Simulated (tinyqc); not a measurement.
Gate length: charge control and current of a heterostructure field-effect transistor. Computed by tinyqc, a small Python program. Command: `OMP_NUM_THREADS=1 python tinyqc.py 3030377 3030378 out.jsonl hemt walk`. One thread of a shared host (Intel(R) Xeon(R) Processor @ 2.30GHz), about 0.01 s of CPU time with the checks.

Two subbands in a triangular well; E_F is counted from the conduction band edge of the channel at the interface.

Inputs (values chosen for the exercise, modelled on AlGaAs/GaAs):
```
quantity                                  value        unit
channel mass m                            0.067         m_0
permittivity eps (barrier and channel)     12.7           -
barrier thickness d                          25          nm
Schottky barrier phi_B                     0.87          eV
conduction band offset dE_c                0.13          eV
delta-doping density N_d                6.5e+12      1/cm^2
gate voltage V_G                              0           V
mobility mu                                5900  cm^2/(V s)
saturation velocity v_s                     1.8    1e7 cm/s
gate length L                              1800          nm
source resistance R_S                         0      ohm mm
temperature T                               400           K
mixing                                      0.5           -
iteration cap                               200           -
spacer between delta layer and channel      3.7          nm
```

Charge source: delta doping. Velocity law: smooth.

Constants: e = 1.602176634e-19 C; eps_0 = 8.8541878128e-12 F/m; k_B = 8.617333262e-05 eV/K; hbar = 1.054571817e-34 J s; m_0 = 9.1093837015e-31 kg; k_B = 1.380649e-23 J/K.

Method:
- Threshold V_T = phi_B - dE_c - e N_d (d - spacer)/(eps eps_0) (in volts); C_b = eps eps_0/d.
- Charge control: n_s = C_b (V_G - V_T - E_F/e)/e. Well: mean field F = e n_s/(2 eps eps_0), E_i = (hbar^2/2m)^(1/3) [(3 pi e F/2)(i + 3/4)]^(2/3), i = 0, 1; n_s = D k_B T sum_i ln(1 + exp((E_F - E_i)/k_B T)), D = m/(pi hbar^2), which is solved in closed form for E_F.
- Iteration from n_s = C_b (V_G - V_T)/(2e): E_F from n_s, n_out from the charge control, n_new = n_s + mixing (n_out - n_s), kept above n_s/10; stop when |n_out/n_s - 1| < 1e-9.
- C_g = e dn_s/dV_G = 1/(1/C_b + 1/C_q), 1/C_q = d(E_F/e)/d(e n_s) by a central difference of +/- 0.1 % in n_s; added distance dd = eps eps_0/C_q.
- With V = e n_s/C_g and V_c = v_s L/mu: for v = mu F/(1 + mu F/v_s), V_Dsat = V_c (sqrt(1 + 2V/V_c) - 1) and I/W = C_g v_s (V - V_Dsat); g_m = dI/dV; extrinsic g_m/(1 + g_m R_S); f_T = g_m/(2 pi C_g L).

sheet density n_s = 2.82517e+12 1/cm^2

gate capacitance C_g = 0.376932 microfarad/cm^2

V = 1.20086 V

Scaling; the last columns are v_s/(2 pi L) and mu V/(2 pi L^2):
```
L (nm)  I/W (mA/mm)  g_m (mS/mm)  extrinsic g_m (mS/mm)   f_T (GHz)  velocity limit (GHz)  mobility limit (GHz)
30           720.18       636.67                 636.67  8.9609e+02                954.93            1.2529e+05
60           684.37       619.47                 619.47  4.3594e+02                477.46            3.1323e+04
120          636.88       595.34                 595.34  2.0948e+02                238.73            7.8307e+03
250          571.54       559.44                 559.44  9.4488e+01                114.59            1.8042e+03
500          494.74       512.67                 512.67  4.3294e+01                 57.30            4.5105e+02
1000         405.19       450.70                 450.70  1.9030e+01                 28.65            1.1276e+02
2000         308.97       373.10                 373.10  7.8768e+00                 14.32            2.8191e+01
5000         189.11       255.62                 255.62  2.1587e+00                  5.73            4.5105e+00
```

What does the comparison show, and why?

f_T scales as L^-1.04 at the short end and L^-1.41 at the long end; the two limits cross at L = mu V/v_s = 3940 nm. g_m tends to C_g v_s = 678 mS/mm. Fringe capacitances and short-channel effects, left out, lower f_T once L is below about ten barrier thicknesses. Caution: E_F lies above the conduction band minimum of the barrier, so electrons would spill into the barrier.

Extremes, crossings and ranges named in words are read from the listed rows.
